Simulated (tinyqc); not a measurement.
Worked calculation: WKB tunnelling through a gate dielectric with a two-band (Franz) dispersion. Values are carried at full precision from step to step, so a last printed digit may differ when a step is redone from the rounded ones.

Constants: hbar^2/2m0 = 3.80998211 eV angstrom^2.

Parameters, chosen for this exercise (of the size used for Al2O3 on silicon; shifted at random, so the results belong to these values and not to a real crystal):
- phi = 2.12 eV (barrier above the electron energy at the emitter)
- t = 54 angstrom (thickness)
- V = 0.8 V (voltage across the layer)
- Eg = 7.06 eV (gap of the dielectric)
- m = 0.32 m0 (mass at the conduction edge)

## Shape of the barrier

Field V/t (1 V/angstrom = 100 MV/cm), the end of the forbidden region x_e = min(t, phi t/V), and u there.

field = 1.48 MV/cm
x_e = 54.00 angstrom
u(x_e) = 1.320 eV

V < phi: a trapezoid, direct tunnelling through the whole layer.

## Decay constant through the layer

At depth x the conduction edge lies u(x) = phi - V x/t above the electron. Parabolic: kappa = sqrt(m u/c). Franz: kappa = sqrt(m u (1 - u/Eg)/c), which vanishes at both band edges. c = hbar^2/2m0. T = exp(-2 integral of kappa dx) over the region u > 0; no image force, no prefactor, zero transverse momentum. The region ends at x_e = min(t, phi t/V); x_e < t is the Fowler-Nordheim regime.

Nine points x = j x_e/8.

kappa (1/angstrom):
```
x (angstrom)  u (eV)  parabolic   Franz
0.000         2.1200     0.4220  0.3530
6.750         2.0200     0.4119  0.3480
13.500        1.9200     0.4016  0.3426
20.250        1.8200     0.3910  0.3368
27.000        1.7200     0.3801  0.3306
33.750        1.6200     0.3689  0.3238
40.500        1.5200     0.3573  0.3165
47.250        1.4200     0.3453  0.3087
54.000        1.3200     0.3330  0.3002
```

At the emitter the Franz value is 16.4 % below the parabolic one, the factor sqrt(1 - phi/Eg).

## The integrals by Simpson's rule

Weights 1, 4, 2, 4, 2, 4, 2, 4, 1 times a third of the spacing.

integral of kappa dx: parabolic 20.478, Franz 17.779

## The integrals in closed form

Parabolic: (2/3) sqrt(m/c) (t/V) (phi^(3/2) - u_e^(3/2)). Franz: sqrt(m/c) Eg^(3/2) (t/V) (f(phi/Eg) - f(u_e/Eg)) with f(y) = ((2y - 1) sqrt(y (1 - y)) + arcsin(sqrt y))/4. u_e = max(phi - V, 0). T = exp(-2 I).

integral of kappa dx: parabolic 20.4777, Franz 17.7792

T: parabolic 1.63e-18, Franz 3.61e-16

The two-band dispersion raises T by a factor 221.

## Checks

- Franz integral in closed form against adaptive quadrature: both 17.7792.

tinyqc: `OMP_NUM_THREADS=1 python tinyqc.py 1451316 1451317 out.jsonl`; about 0.01 s, one thread, shared Intel(R) Xeon(R) Processor @ 2.30GHz.
